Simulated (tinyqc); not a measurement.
From results back to parameters: defect-molecule model of a vacancy with Jahn-Teller distortion. Five cases, with inputs chosen for the exercise.

Problem. With et the undistorted t2 level, Uc the repulsion of two electrons, I the Jahn-Teller coupling and k the force constant, the levels above Ev are E(2+/+) = et - E_JT, E(+/0) = et - 3 E_JT + Uc, the Stokes shift of the first transition is 2 E_JT, E_JT = 2 I^2/k and the distortion of the + state is 2 I/k. The values below come from hidden parameters.

Find: et, Uc; I; k.

Method. E_JT is half the Stokes shift; et = E(2+/+) + E_JT; Uc = E(+/0) - E(2+/+) + 2 E_JT; with Q the distortion, I = E_JT/Q and k = 2 E_JT/Q^2.

Case 1.

levels (eV): (2+/+) 0.19870, (+/0) 0.11609

Stokes shift = 0.322605 eV
distortion of + = 0.158140 angstrom

Solution.

et, Uc (eV): 0.360  0.240

I = 1.02 eV/angstrom
k = 12.9 eV/angstrom^2

Case 2.

levels (eV): (2+/+) 0.13493, (+/0) 0.02480

Stokes shift = 0.290132 eV
distortion of + = 0.138158 angstrom

Solution.

et, Uc (eV): 0.280  0.180

I = 1.05 eV/angstrom
k = 15.2 eV/angstrom^2

Case 3.

levels (eV): (2+/+) 0.14895, (+/0) 0.08686

Stokes shift = 0.322094 eV
distortion of + = 0.137647 angstrom

Solution.

et, Uc (eV): 0.310  0.260

I = 1.17 eV/angstrom
k = 17.0 eV/angstrom^2

Case 4.

levels (eV): (2+/+) 0.19026, (+/0) 0.14077

Stokes shift = 0.279484 eV
distortion of + = 0.122581 angstrom

Solution.

et, Uc (eV): 0.330  0.230

I = 1.14 eV/angstrom
k = 18.6 eV/angstrom^2

Case 5.

levels (eV): (2+/+) 0.09028, (+/0) 0.10083

Stokes shift = 0.199448 eV
distortion of + = 0.104972 angstrom

Solution.

et, Uc (eV): 0.190  0.210

I = 0.95 eV/angstrom
k = 18.1 eV/angstrom^2

Computed by tinyqc, one run a case: `OMP_NUM_THREADS=1 python tinyqc.py N N+1 out.jsonl` with N = 1482771, 1482774, 1482775, 1482807, 1482830; one thread of a shared Intel(R) Xeon(R) Processor @ 2.30GHz, about 0.01 s a run at most.
